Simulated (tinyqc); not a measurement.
Anisotropic wet etching of Si(100): plane rates, V-grooves, membranes and undercut: one step, computed by the program tinyqc.

A long slot opens the mask on a (100) wafer. The floor etches at R100; (111) walls stand at theta = arctan(sqrt2) = 54.7356 degrees to the surface and recede at R111 along their normal.

Task: Designing a membrane from the back side. Etch depth d - membrane, time = depth/R100; for a membrane as wide as w the opening must be w + sqrt2 depth - 2 u time; oxide mask consumed R_ox x time; a 1 K error changes the depth by the fraction E/(k_B T^2); a convex mask corner, such as that of a mesa, would retreat by c x depth.

Inputs (values chosen for the exercise, close to those used for tetramethylammonium hydroxide solutions):

| quantity | value | unit |
|---|---|---|
| activation energy of (100), E | 0.626 | eV |
| corner undercut rate over (100) rate, c | 1.9 | - |
| bath temperature T | 45 | C |
| width w (mask opening along <110>, or membrane width in the design step) | 150 | um |
| wafer thickness d | 675 | um |
| membrane thickness wanted | 9.3 | um |

R100 = 0.08122310 um/min

lateral rate u = 0.004640834 um/min

R_ox = 1.188059e-05 um/min

Constants: k_B = 8.617333262e-05 eV/K.

Give: time to reach the membrane; opening needed; oxide consumed; depth error per kelvin; retreat of a convex corner.

Result:

time to reach the membrane = 8196 min

opening needed = 1015 um

oxide consumed = 97.37 nm

depth error per kelvin = 47.78 um

retreat of a convex corner = 1264.83 um

The error per kelvin is 514 % of the membrane, so a timed etch cannot hold it and an etch stop is needed. A corner retreat larger than the depth shows why mesas need compensation structures. Caution: rates also depend on concentration, doping, additives and stirring, all held fixed here.
